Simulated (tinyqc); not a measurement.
Worked calculation: coupled-perturbed Hartree-Fock on RHF in the sto-3g basis, for H2, spin multiplicity 1. One step of it, computed by the program tinyqc.

Problem. Coupled step 1. U_ai = -(mu_ai + sum_bj [4 (ai|bj) - (ab|ij) - (aj|bi)] U_bj) / (e_a - e_i); alpha = -4 sum U_ai mu_ai.

uncoupled U, order a2:
$$\begin{pmatrix}
1.167025
\end{pmatrix}$$

dipole integrals <a|z|i> (bohr), order a2:
$$\begin{pmatrix}
-1.092498
\end{pmatrix}$$

orbital energies (hartree): MO1 -0.482549, MO2 0.453590

Two-electron integrals over orbitals (pq|rs), unique and non-zero (hartree):
```
(11|11) 0.625340   (21|21) 0.197171   (22|11) 0.620816   (22|22) 0.652112
```

Give: U after step 1; polarisability.

Solution.

U after step 1, order a2:
$$\begin{pmatrix}
1.204
\end{pmatrix}$$

polarisability = 5.260 bohr^3
